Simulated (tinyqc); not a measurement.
Tunnelling through a thin dielectric with one trap, as a tight-binding chain: sweeps and comparisons. A value that a table varies takes the place of the one given here.

Hopping -t everywhere, t = c/(m a^2), c = hbar^2/2m0; lead sites at 2t (band bottom 0), barrier sites 1 to N at 2t + phi, and site j has U besides. No voltage. Leads give S = -t exp(ika) on sites 1 and N, cos(ka) = 1 - E/(2t). T = (2 t sin(ka))^2 |G_1N|^2, G = (E - H - S)^-1. In the barrier cosh(q a) = 1 + (phi - E)/(2t).

Resonance: the lowest eigenvalue of H + S(E), iterated until its real part equals E (40 rounds from Eb = phi + 2t - sqrt(4t^2 + U^2), the level in an endless barrier). With v the normalised squared amplitudes of that state, Gamma_L = 2 t sin(ka) v_1, Gamma_R = 2 t sin(ka) v_N; Breit-Wigner T = Gamma_L Gamma_R/((E - Er)^2 + (Gamma_L + Gamma_R)^2/4).

Constants: hbar^2/2m0 = 3.80998211 eV angstrom^2.

Parameters, chosen for this exercise (barrier and mass of the size used for SiO2 on silicon; not measured data):
- a = 3 angstrom (site spacing)
- m = 0.47 m0 (mass, the same in leads and barrier)
- phi = 2.91 eV (conduction edge of the barrier above that of the leads)
- N = 7 (barrier sites)
- j = 4 (site of the trap)
- U = -2.8 eV (extra energy on the trap site)
- E = 1.41 eV (electron energy)

## Transmission around the level

Er = 1.38230 eV

widths (meV): left 0.83586, right 0.83586

Energies Er + x (Gamma_L + Gamma_R).

T:

| x | E (eV) | chain | Breit-Wigner | no trap |
|---|---|---|---|---|
| -8.0 | 1.3689 | 0.00372 | 0.00389 | 1.19e-07 |
| -3.0 | 1.3773 | 0.0266 | 0.0270 | 1.23e-07 |
| -1.0 | 1.3806 | 0.199 | 0.200 | 1.25e-07 |
| -0.5 | 1.3815 | 0.499 | 0.500 | 1.25e-07 |
| 0.0 | 1.3823 | 1.00 | 1.00 | 1.26e-07 |
| 0.5 | 1.3831 | 0.502 | 0.500 | 1.26e-07 |
| 1.0 | 1.3840 | 0.201 | 0.200 | 1.27e-07 |
| 3.0 | 1.3873 | 0.0275 | 0.0270 | 1.29e-07 |
| 8.0 | 1.3957 | 0.00408 | 0.00389 | 1.33e-07 |

At Er the chain gives 1.00, 7.95e+06 times the value without trap, and Breit-Wigner 1.00. In the wings the single pole gives 1.05 times the chain value at x = -8 and 0.954 times at x = 8, because the widths and the level shift change with energy.

## Where a trap does most harm

The trap is moved through the barrier. The area under the resonance, 2 pi Gamma_L Gamma_R/(Gamma_L + Gamma_R), sets the current through it.

Against position:

| j | Er (eV) | Gamma_L (meV) | Gamma_R (meV) | peak | area (meV) |
|---|---|---|---|---|---|
| 3 | 1.3838 | 9.73 | 0.0727 | 0.0294 | 0.453 |
| 4 | 1.3823 | 0.836 | 0.836 | 1.00 | 2.63 |
| 5 | 1.3838 | 0.0727 | 9.73 | 0.0294 | 0.453 |

The area is largest at j = 4 (2.63 meV) and 5.79 times smaller at j = 3: the slower of the two steps limits the current, so traps in the middle carry most. Each site towards a lead multiplies its width by about 11.64, close to exp(2 q a) = 11.58 at Eb.

## Direct against trap-assisted paths

N odd, the trap in the middle, j = (N + 1)/2. Direct T is that without trap at the energy Er; area = 2 pi Gamma_L Gamma_R/(Gamma_L + Gamma_R). The exponents are the slopes of the logarithms between the last two rows, per angstrom.

Against thickness:

| N | N a (angstrom) | Er (eV) | direct T | area (meV) |
|---|---|---|---|---|
| 5 | 15.0 | 1.3855 | 1.70e-05 | 30.7 |
| 7 | 21.0 | 1.3823 | 1.26e-07 | 2.63 |
| 9 | 27.0 | 1.3820 | 9.37e-10 | 0.227 |
| 11 | 33.0 | 1.3820 | 6.99e-12 | 0.0196 |
| 13 | 39.0 | 1.3820 | 5.22e-14 | 0.00169 |
| 15 | 45.0 | 1.3820 | 3.89e-16 | 0.000146 |
| 17 | 51.0 | 1.3820 | 2.90e-18 | 1.26e-05 |

exponents (1/angstrom): direct 0.8164, through the trap 0.4082

The direct path falls as exp(-0.816 d) and the path through a central trap as exp(-0.408 d), 2.00 times more slowly, since each step crosses half the layer. From 5 to 17 sites the first loses 12.8 decades and the second 6.4: in thicker layers even few traps rule the leakage. Inelastic capture with phonons is left out.

## What each parameter does

Resonance and log10 T at E. Each row changes one parameter from the base and keeps the others.

Results:

| case | Er (eV) | Gamma_L (meV) | Gamma_R (meV) | log10 T |
|---|---|---|---|---|
| base | 1.3823 | 0.8359 | 0.8359 | -2.999 |
| m = 0.432 m0 | 1.4526 | 1.321 | 1.321 | -3.080 |
| phi = 3.01 eV | 1.4823 | 0.8179 | 0.8179 | -3.999 |
| N = 8 | 1.3822 | 0.8354 | 0.07215 | -4.059 |
| j = 3 | 1.3838 | 9.729 | 0.07266 | -2.961 |
| U = -2.716 eV | 1.4527 | 0.9402 | 0.9402 | -3.379 |

The largest shifts from the base row, up to three for each result and ties (the steps differ in size, so this ranks the rows, not the parameters). Er (eV): phi +0.1000, U +0.0704, m +0.0703. Gamma_L (meV): j +8.89, m +0.485, U +0.104. Gamma_R (meV): N -0.764, j -0.763, m +0.485. log10 T: N -1.060, phi -1.000, U -0.380.

Computed by tinyqc, a small Python program: `OMP_NUM_THREADS=1 python tinyqc.py 1482481 1482482 out.jsonl` (the numbers bound the seed that draws the inputs); one thread of a shared host (Intel(R) Xeon(R) Processor @ 2.30GHz), about 0.08 s for the whole set of steps.
